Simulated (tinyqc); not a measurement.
Growing the shell: core-shell quantum dot (spherical envelope functions).

Parabolic bands; strain and other valleys are left out. s states, u = r psi, hard wall at R + H, c = hbar^2/2m0, energies from the band edges of the core. Core: u = sin(k1 r)/k1, k1 = sqrt(m1 E/c). At R, psi and psi'/m are continuous, so u is continuous and its slope in the shell is s = u/R + (m2/m1)(u' - u/R). Shell: u(R + x) = u(R) cos(k2 x) + s sin(k2 x)/k2, k2 = sqrt(m2 (E - V)/c); for negative arguments the functions turn into sinh and cosh. A level has u(R + H) = 0.

Overlap = (integral of u_e u_h)^2 with normalised u. Coulomb integrals J_ab = (q/eps) double integral of u_a(r)^2 u_b(s)^2/max(r, s), q = e^2/(4 pi eps0), one eps everywhere. Exciton E = Eg + E_e + E_h - J_eh; first-order biexciton shift J_ee + J_hh - 2 J_eh (positive: repulsive).

Constants: hbar^2/2m0 = 3.80998211 eV angstrom^2; e^2/(4 pi eps0) = 14.39964547 eV angstrom; hc = 1239.841984 eV nm.

Inputs chosen for the exercise (near those of an InP/GaP core-shell dot; shifted at random, so the results belong to these values and not to a real crystal): R = 28 angstrom (core radius); Vc = 0.388 eV (conduction edge of the shell above that of the core); Vv = 0.314 eV (hole barrier of the shell); me1 = 0.08 m0 (electron, core); me2 = 0.133 m0 (electron, shell); mh1 = 0.461 m0 (hole, core); mh2 = 0.496 m0 (hole, shell); Eg = 1.339 eV (gap of the core); eps = 10.5 (dielectric constant); Hs = (3, 6, 15, 21, 33, 43, 69) angstrom (shell thicknesses).

All quantities anew for each H.

Results:
```
H (angstrom),E_e (eV),E_h (eV),electron in core,overlap,J_eh (meV),E (eV),biexciton shift (meV)
3,0.4320,0.0854,0.987,0.991,76.9,1.780,0.2
6,0.3424,0.0770,0.947,0.975,71.1,1.687,0.7
15,0.2569,0.0725,0.830,0.916,64.6,1.604,2.3
21,0.2438,0.0723,0.788,0.886,62.9,1.592,3.1
33,0.2370,0.0723,0.753,0.855,61.5,1.587,3.8
43,0.2359,0.0723,0.744,0.846,61.1,1.586,3.9
69,0.2356,0.0723,0.740,0.842,61.0,1.586,4.0
```

The line moves by -194 meV: the electron gives -196, the hole -13 and the weaker attraction +16 meV. Over the last step E_e moves by -0.3 meV and E_h by 0.0 meV; the electron level lies below the shell edge Vc, so it is bound to the core and settles. The overlap goes from 0.991 to 0.842, which scales the radiative lifetime by 1.2 if the rate is proportional to it. Up to H = 69 angstrom E_e exceeds 0.15 Eg, where a parabolic band overstates it.

Computed by tinyqc, a small Python program: `OMP_NUM_THREADS=1 python tinyqc.py 1250277 1250278 out.jsonl` (the numbers bound the seed that draws the inputs); one thread of a shared host (Intel(R) Xeon(R) Processor @ 2.30GHz), about 0.03 s for the whole set of steps.
